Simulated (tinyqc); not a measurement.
# Depletion-mode phase shifter in a rib waveguide and its Mach-Zehnder modulator: scaling both dopings

A lateral p-n junction at x0 in a waveguide whose mode intensity is a Gaussian of rms width s about x = 0; p side at smaller x. Reverse bias removes carriers and raises the index. Abrupt junction, doping uniform over the whole mode, lumped electrode (no travelling-wave effects).

Free-carrier changes (empirical, N and P in cm^-3): |dn| = 8.5e-18 P^0.8 for holes, 8.8e-22 N for electrons; absorption 6e-18 P and 8.5e-18 N in 1/cm. W = sqrt(2 eps0 eps_r (Vb + V)(1/Na + 1/Nd)/q); edges xp = x0 - W Nd/(Na + Nd), xn = x0 + W Na/(Na + Nd); F(x) = [1 + erf(x/(sqrt(2) s))]/2. dneff = G {dn_h [F(xp(0)) - F(xp(V))] + dn_e [F(xn(V)) - F(xn(0))]}; VpiL = lam V/(2 dneff); loss = a0 + 4.343 G {a_h F(xp) + a_e [1 - F(xn)]} dB/cm at V; C = eps0 eps_r hr/W + Cf; fRC = 1/(2 pi Rs C). Nd = 1.659574468 Na in every row.

Values chosen for this exercise; values close to those of silicon near 1550 nm: wavelength lam = 1565 nm; relative permittivity of the semiconductor eps_r = 11.7; built-in voltage Vb = 0.91 V; rms width of the lateral mode intensity s = 130 nm; junction offset towards the n side x0 = 90 nm; vertical confinement times ng/n G = 0.85; rib height hr = 220 nm; fringe capacitance Cf = 28 pF/m; series resistance Rs = 4.1 ohm mm; reverse bias V = 3 V; passive loss a0 = 0.6 dB/cm.

Constants: q = 1.602176634e-19 C, eps0 = 8.8541878128e-14 F/cm where lengths are in cm. Results are converted to the units shown.

Scaling both dopings:
```
Na (cm^-3),dneff,VpiL (V cm),loss (dB/cm),VpiL x loss (V dB),C (pF/m),fRC (GHz)
5e16,5.373e-5,4.369,0.8015,3.502,84.61,458.8
9.4e16,8.203e-5,2.862,1.394,3.990,105.6,367.5
1.7e17,1.077e-4,2.179,2.781,6.060,132.4,293.2
3.3e17,1.369e-4,1.714,6.245,10.71,173.4,223.8
6.1e17,1.672e-4,1.404,12.95,18.17,225.7,172.0
1.1e18,2.020e-4,1.162,25.41,29.53,293.5,132.2
2.1e18,2.497e-4,0.9403,51.94,48.84,394.9,98.30
4e18,3.107e-4,0.7555,103.9,78.50,534.4,72.64
```

As Na goes from 5e16 to 4e18 cm^-3, VpiL falls from 4.37 to 0.756 V cm, the loss rises from 0.802 to 104 dB/cm, their product rises from 3.50 to 78.5 V dB and fRC falls from 459 to 72.6 GHz. Rs is held fixed, though in a real device it falls with doping. For Na = 1.1e18 to 4e18 cm^-3 the peak field passes 0.7 MV/cm, near breakdown of such junctions.

Program tinyqc, `OMP_NUM_THREADS=1 python tinyqc.py 2650015 2650016 out.jsonl`; Intel Xeon 2.30GHz, shared host, one thread, about 0.01 s.
